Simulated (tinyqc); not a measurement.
Inside a calculation. Model: Landau-Devonshire theory of a uniaxial ferroelectric. Computed by tinyqc, a small Python program that keeps every step. Command: `OMP_NUM_THREADS=1 python tinyqc.py 3017326 3017327 out.jsonl ferro walk`. One thread of a shared host (Intel(R) Xeon(R) Processor @ 2.30GHz), about 0.01 s of CPU time with the checks. Intermediate numbers are printed to about 6 digits and carried at full precision; extremes and crossings named in words are read from the listed rows.

G(P) = (alpha/2) P^2 + (beta*/4) P^4 + (gamma/6) P^6 - E P per volume, SI units, one domain, P along the polar axis.

Inputs (values chosen for the exercise, modelled on barium titanate):
```
quantity                          value             unit
alpha_0                          658000      J m/(C^2 K)
Curie-Weiss temperature T0          381                K
beta                           -7.9e+08        J m^5/C^4
gamma                          1.61e+10        J m^9/C^6
temperature T                       341                K
applied field E                      44             MV/m
film thickness d                    7.3               nm
screening length lambda          0.0045               nm
background permittivity eps_b         5                -
gradient coefficient g          2.2e-10        J m^3/C^2
series capacitance C_d              2.3  microfarad/cm^2
start of Newton steps P0/Ps           1                -
```

Sample: free crystal.

Constants: eps_0 = 8.8541878128e-12 F/m.

## Coefficients at T

alpha = alpha_0 (T - T0*), T0* = T0, beta* = beta.

T0* = 381 K

alpha = -2.63200e+07 J m/C^2

beta* = -7.90e+08 J m^5/C^4

beta* < 0: the transition is of first order.

## Spontaneous polarisation, susceptibility, coercive field

Ps^2 = [-beta* + sqrt(beta*^2 - 4 alpha gamma)]/(2 gamma). chi = 1/(eps_0 G''), G'' = alpha + 3 beta* P^2 + 5 gamma P^4 at Ps. Ps, chi and the coercive field are for perfect screening, without a depolarising field. The intrinsic coercive field is |alpha P + beta* P^3 + gamma P^5| at the P_c where G'' = 0. 1 C/m^2 = 100 microcoulomb/cm^2.

spontaneous polarisation Ps = 26.8007 microcoulomb/cm^2

susceptibility chi = 516.258

well depth G(Ps) = -0.969822 MJ/m^3

P_c = 19.5030 microcoulomb/cm^2

intrinsic coercive field = 6.45075 MV/m

P_c/Ps = 0.728, above the 0.577 of a quartic well, as the sixth-order term matters. Real switching runs by domain nucleation at far lower fields.

## Temperatures of the first-order transition

T_C = T0* + 3 beta*^2/(16 alpha_0 gamma); the polar phase survives up to T1 = T0* + beta*^2/(4 alpha_0 gamma); at T_C Ps^2 = -3 beta*/(4 gamma); latent heat = (1/2) alpha_0 T_C Ps^2.

transition temperature T_C = 392.046 K

superheating limit T1 = 395.728 K

jump of Ps = 19.1836 microcoulomb/cm^2

latent heat = 4.74674 MJ/m^3

Thermal hysteresis can span at most T1 - T0* = 14.7 K.

## Polarisation in the field by Newton steps

Solve G'(P) = alpha P + beta* P^3 + gamma P^5 - E = 0 by P(new) = P - G'/G'' from P0; stop when the step is below 1e-11 C/m^2 (G' under 1e-6 MV/m is shown as 0).

Newton steps:
```
step  P (microcoulomb/cm^2)     G' (MV/m)  G'' (MJ m/C^2)
1                   26.8007  -4.40000e+01          218.77
2                   46.9134   2.27939e+02         3351.33
3                   40.1119   6.16400e+01         1676.31
4                   36.4348   1.15734e+01         1077.67
5                   35.3608   7.73408e-01          935.93
6                   35.2782   4.27778e-03          925.59
7                   35.2778             0          925.54
8                   35.2778             0          925.54
```

P at the end of the steps = 35.2778 microcoulomb/cm^2

1/(eps_0 G'') there = 122.027

The linear estimate Ps + eps_0 chi E gives 46.913; the field lowers chi by 76.4 %.

## The 180-degree wall

With the term (g/2) (dP/dx)^2, (g/2) P'^2 = G(P) - G(Ps) across the wall: energy = int_(-Ps)^(Ps) sqrt(2 g [G(P) - G(Ps)]) dP (40 Gauss-Legendre points); width = 2 Ps over the slope at P = 0, sqrt(2 |G(Ps)|/g). Elastic coupling inside the wall is left out.

wall energy = 8.07258 mJ/m^2

wall width = 5.70857 nm

## A capacitor with imperfect screening

Between shorted electrodes with screening length lambda each, the depolarising field is -k P, k = 2 lambda/(eps_0 (d + 2 lambda eps_b)), so alpha turns into alpha + k. The polar state is the lowest uniform state while alpha + k < 0 (beta* > 0) or < 3 beta*^2/(16 gamma) (beta* < 0); setting the equality gives the critical thickness d_c.

depolarising coefficient k = 1.38389e+08 J m/C^2

polarisation of the film = 0 microcoulomb/cm^2

size of the depolarising field = 0 MV/m

critical thickness d_c = 30.2176 nm

The film is thinner than d_c, so the uniform polar state is not the lowest one; a real film may break into domains or be non-polar.

## Thickness series

Domains are left out, though they can pre-empt both the loss of P and the state at P = 0. The second and third columns are for the shorted capacitor, polar only where it is the lowest uniform state: alpha + k < 0 (beta* > 0) or < 3 beta*^2/(16 gamma) (beta* < 0). The last column is another circuit, the film in series with C_d at P = 0: 1/C = (alpha d)/(1 + alpha eps_0 eps_b) + 1/C_d, and P = 0 is locally stable while 1/C > 0; a dash marks the rest.

Against thickness:
```
d (nm)  P (microcoulomb/cm^2)  depolarising field (MV/m)  C of the stack / C_d
1                      0.0000                    0.00000               1.00061
2                      0.0000                    0.00000               1.00121
3                      0.0000                    0.00000               1.00182
5                      0.0000                    0.00000               1.00304
8                      0.0000                    0.00000               1.00487
15                     0.0000                    0.00000               1.00917
30                     0.0000                    0.00000               1.01852
60                    24.2820                    4.11057               1.03774
150                   25.9129                    1.75545               1.10000
```

The polar state appears between 30 and 60 nm (d_c = 30.2 nm), and at 150 nm P is 96.7 % of Ps. The stack exceeds C_d wherever it is stable, up to 1.10 times: the ferroelectric held at P = 0 acts as a negative capacitance.

Checks made by the program: Ps against a numerical root of G'(P)/P (relative difference below 1e-10).
